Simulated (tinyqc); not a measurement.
Capacitance measurement on a leaky thin oxide: effects of series resistance and leakage: one step of the calculation.

The device is a capacitance C in parallel with a leakage conductance G, in series with Rs and Ls. An impedance meter reports either a parallel pair (Cp, Gp) from Y = 1/Z = Gp + i w Cp or a series pair (Cs, Rm) from Z = Rm + 1/(i w Cs); w = 2 pi f, dissipation D = Gp/(w |Cp|).

Problem. True capacitance and conductance. EOT = 3.9 tox/eox; CET = EOT + zc + zp; C = 3.9 eps0 A/CET; G = Jg A/Vs.

Values chosen for this exercise; values of the order met in thin-oxide MOS capacitors:
```
symbol  value    unit                                                                 meaning
eox       3.9          relative permittivity of the gate insulator (close to silicon dioxide)
tox       2.9      nm                                                     insulator thickness
A         100    um^2                                                               gate area
zc       0.33      nm              oxide-equivalent thickness added by the accumulation layer
zp          0      nm                      oxide-equivalent thickness added by gate depletion
Jg      0.044  A/cm^2              gate leakage current density, not matched to the thickness
Vs       0.28       V                               voltage for an e-fold rise of the leakage
```

Constants: eps0 = 8.8541878128e-14 F/cm where lengths are in cm. Results are converted to the units shown.

Give: EOT; CET; C; G.

Solution.

EOT = 2.900 nm
CET = 3.230 nm
C = 1.069 pF
G = 0.1571 uS

tinyqc, about 0.01 s, one thread, Intel Xeon 2.30GHz (shared host): `OMP_NUM_THREADS=1 python tinyqc.py 2022062 2022063 out.jsonl`
